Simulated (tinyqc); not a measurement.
# Changing the grain radius R

Model: competing polymorphs of an oxide film: bulk, surface, grain-boundary, dopant and field terms. Computed by tinyqc, a small Python program. Command: `OMP_NUM_THREADS=1 python tinyqc.py 3027345 3027346 out.jsonl polymorph sweep`. One thread of a shared host (Intel(R) Xeon(R) Processor @ 2.30GHz), about 0.01 s of CPU time with the checks.

Phases: monoclinic m (reference), polar orthorhombic o, tetragonal t. Free energies per formula unit (f.u.); 1 J/m^2 x angstrom^3/nm = 6.241509 meV.

Inputs (values chosen for the exercise, for a model oxide):

| quantity | value | unit |
|---|---|---|
| energy of the polar phase o over m | 82.7 | meV/f.u. |
| energy of the tetragonal phase t over m | 123 | meV/f.u. |
| entropy of o over m | 0.011 | meV/(f.u. K) |
| entropy of t over m | 0.059 | meV/(f.u. K) |
| surface energy of m | 3.45 | J/m^2 |
| surface energy of o | 3.05 | J/m^2 |
| surface energy of t | 2.85 | J/m^2 |
| grain-boundary energy over surface energy | 0.78 | - |
| volume per formula unit Omega | 34.3 | angstrom^3 |
| film thickness h | 4.6 | nm |
| temperature T | 700 | K |
| dopant content x | 1.8 | % |
| shift of o per % of dopant | -6 | meV/f.u. |
| shift of t per % of dopant | -14 | meV/f.u. |
| width sigma of ln R | 0.33 | - |
| interlayer thickness (SiO2) | 0.47 | nm |

Geometry: columnar grains in a film.

permittivities of m, o, t: 22  24  44

Method:
- Bulk term b = H - T S + (shift) x, zero for m. The undoped bulk turns from m to t at T = H_t/S_t.
- Area per volume: A = 2/h + f_b/R (two free faces; the side wall 2/R is shared by two grains and carries f_b gamma); G = b + gamma Omega A.
- With G = b + gamma Omega A (b the bulk free energy per formula unit, A the area per volume), two phases i, j cross at A_ij = (b_j - b_i)/(Omega (gamma_i - gamma_j)); o has a window only if A_mo < A_ot.
- Grain radii are log-normal by volume with median R and width sigma; the share with A above A* is that with radius below R*, R* = f_b/(A* - 2/h) (all grains if A* <= 2/h), share = (1/2) erfc[-ln(R*/R)/(sqrt 2 sigma)]. Effective permittivity of a layer of thickness h built of such grains, taken in parallel: sum of share x eps; EOT = interlayer + 3.9 h/eps.

One run for each value:

| grain radius R (nm) | G(o) - G(m) (meV/f.u.) | G(t) - G(o) (meV/f.u.) | share of o | effective permittivity |
|---|---|---|---|---|
| 2.5 | 0.250 | -39.675 | 0 | 44.000 |
| 3.7 | 8.916 | -35.342 | 0 | 44.000 |
| 5.5 | 14.824 | -32.388 | 0 | 44.000 |
| 8.2 | 18.822 | -30.389 | 0 | 44.000 |
| 12.0 | 21.402 | -29.099 | 0 | 44.000 |
| 18.0 | 23.257 | -28.171 | 0 | 44.000 |
| 27.0 | 24.494 | -27.553 | 0 | 44.000 |
| 40.0 | 25.298 | -27.151 | 0 | 44.000 |
| 60.0 | 25.855 | -26.873 | 0 | 43.952 |

What does the table show?

Over the rows, G(o) - G(m) (meV/f.u.) rises from 0.250 to 25.9; G(t) - G(o) (meV/f.u.) rises from -39.7 to -26.9; share of o does not change.

Caution (all rows): this is an equilibrium ranking; real films often keep the phase that nucleates first on cooling from t.

Extremes, crossings and ranges named in words are read from the listed rows.
